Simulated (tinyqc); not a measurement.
# Small-signal admittance of a forward-biased p+-n diode, step by step

Computed by the program tinyqc: `OMP_NUM_THREADS=1 python tinyqc.py 2890177 2890178 out.jsonl`, one thread of a shared Intel Xeon 2.30GHz, about 0.01 s for the whole run. Printed values are rounded.

Holes injected into a neutral base of width wb with an ohmic contact at its end; low injection, p0 far above the equilibrium density. A small voltage v exp(i w t), w = 2 pi f, modulates the edge density by p0 v/Vt, and the small-signal density obeys Dp d2p/dx2 = (1/tau + i w) p.

Values chosen for this exercise; permittivity close to that of gallium arsenide:
```
symbol,value,unit,meaning
T,300,K,temperature
eps_r,12.9,,relative permittivity
Nd,3.2e15,cm^-3,donor density of the base
Dp,6.1,cm^2/s,hole diffusion coefficient
tau,3e-9,s,hole lifetime
wb,0.3,um,width of the neutral base
p0,3.8e12,cm^-3,excess hole density at the junction edge
Na,1e20,cm^-3,acceptor density of the p+ side
f,4.7e8,Hz,signal frequency
```

Constants: q = 1.602176634e-19 C, kB = 1.380649e-23 J/K, Vt = kB T/q, eps0 = 8.8541878128e-14 F/cm where lengths are in cm. Results are converted to the units shown.

## Closed-form admittance

L = sqrt(Dp tau); direct current J = (q Dp p0/L) coth(wb/L); k = sqrt(1 + i w tau)/L; diffusion admittance Y = (q Dp p0/Vt) k coth(k wb) = G + i w C_diff; junction capacitance C_j = sqrt(q eps0 eps_r Nd/(2 Vr)) in the depletion approximation, with the remaining barrier Vr = Vt ln(Na/p0), a rough value under forward bias; base-width modulation is left out.

L = 1.352775 um
J = 0.1258176 A/cm^2
k wb = 0.4937864+0.4411855i
Y = 4.886728+0.690120i S/cm^2
C_diff = 2.336935e-4 uF/cm^2
C_j = 0.02574668 uF/cm^2

G is 1.00 times its low-frequency value J/Vt, and C_diff is 0.00908 times C_j.

## The same by finite differences

8 equal intervals, h = wb/8; u = small-signal density over its edge value, u_0 = 1, u_8 = 0; u_(i-1) + b u_i + u_(i+1) = 0 with b = -2 - h^2 (1/tau + i w)/Dp; Y = (q Dp p0/(Vt h)) (-b/2 - u_1), which includes the half box at the edge.

b = -2.000768-0.006808i
u, node 1 to 7: 0.8728168-0.0147549i  0.7464048-0.0235791i  0.6207268-0.0273400i  0.4957120-0.0268961i  0.3712612-0.0230982i  0.2472530-0.0167905i  0.1235490-0.0088124i
Y on the mesh = 4.886953+0.695642i S/cm^2

Against the closed form the real part is within 0.01 % of it and the imaginary part 0.80 % above it; |k h| = 0.083.
